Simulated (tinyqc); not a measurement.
IGBT as a p-i-n diode in series with a MOS channel, on-state and switching loss: one step of the calculation.

High injection (n = p) in a drift layer from x = -W/2 (anode) to +W/2 (cathode side), recombination only in the layer with lifetime tau, ideal emitters. The channel feeds the cathode side and carries the whole current. Auger recombination, carrier-carrier scattering, emitter losses and the carrier dip under the p body are left out.

Task. Carrier profile. n(x) = (tau J/(2 q La))[cosh(x/La)/sinh y - B sinh(x/La)/cosh y]. x/La = (2 x/W) y.

Parameters, values chosen for the exercise; material values close to those of silicon: doping of the drift layer Nd = 1.8e13 cm^-3; high-injection lifetime tau = 13 us; current density J = 50 A/cm^2.

Constants: q = 1.602176634e-19 C. Results are converted to the units shown.

```
point,2 x/W
0,-1
1,-0.75
2,-0.5
3,-0.25
4,0
5,0.25
6,0.5
7,0.75
8,1
```

B = 0.48917102
La = 141.31149 um
y = 1.2383989

Find: n.

Result.

```
point,n (cm^-3)
0,2.292e17
1,1.730e17
2,1.336e17
3,1.070e17
4,9.085e16
5,8.342e16
6,8.406e16
7,9.282e16
8,1.105e17
```

The density is 2.07 times higher at the anode than at the cathode side, since holes are the slower carriers; its smallest listed value is 4630 times Nd.

Program tinyqc, `OMP_NUM_THREADS=1 python tinyqc.py 2590047 2590048 out.jsonl`; Intel Xeon 2.30GHz, shared host, one thread, about 0.01 s.
